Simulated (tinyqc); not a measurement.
Changing the anneal time t: hydrogen passivation and dissociation of interface defects with a spread of activation energies. Computed by tinyqc, a small Python program. Command: `OMP_NUM_THREADS=1 python tinyqc.py 3001358 3001359 out.jsonl passivation sweep`. One thread of a shared host (Intel(R) Xeon(R) Processor @ 2.30GHz), about 0.02 s of CPU time with the checks.

Active defects P react as P + H2 -> HP + H and HP -> P + H; released atomic hydrogen is removed. All defects start active. Activation energies are normally distributed, independently for the two reactions.

Inputs (values chosen for the exercise, for a model interface):
```
quantity                        value    unit
defect density N_0            5.2e+11   cm^-2
mean passivation energy E_f      1.64      eV
spread s_f                       0.12      eV
prefactor k_f0                3.6e-08  cm^3/s
mean dissociation energy E_d     2.71      eV
spread s_d                      0.064      eV
prefactor k_d0                3.6e+12     1/s
dissolved hydrogen [H2]         4e+17   cm^-3
anneal temperature T             1010       K
```

Ambient: hydrogen.

Constants: k_B = 8.617333262e-05 eV/K.

Method. a = k_f0 [H2] exp(-E_f/k_B T), b = k_d0 exp(-E_d/k_B T); the active share of one kind of site is b/(a + b) + (a/(a + b)) exp(-(a + b) t). Full average: z from -5 to 5 in steps of 0.125 with normalised weights exp(-z^2/2), energy = mean + spread x z, over both energies.

One run for each value:
```
anneal time t (s)  active share  active share, single energy
1.00e+00               0.004751                     0.001144
6.00e+00               0.003750                     0.001144
3.00e+01               0.003744                     0.001144
2.00e+02               0.003744                     0.001144
1.00e+03               0.003744                     0.001144
6.00e+03               0.003744                     0.001144
3.00e+04               0.003744                     0.001144
2.00e+05               0.003744                     0.001144
1.00e+06               0.003744                     0.001144
```

Over the rows, active share falls from 0.00475 to 0.00374, flat over part of the range; active share, single energy does not change.
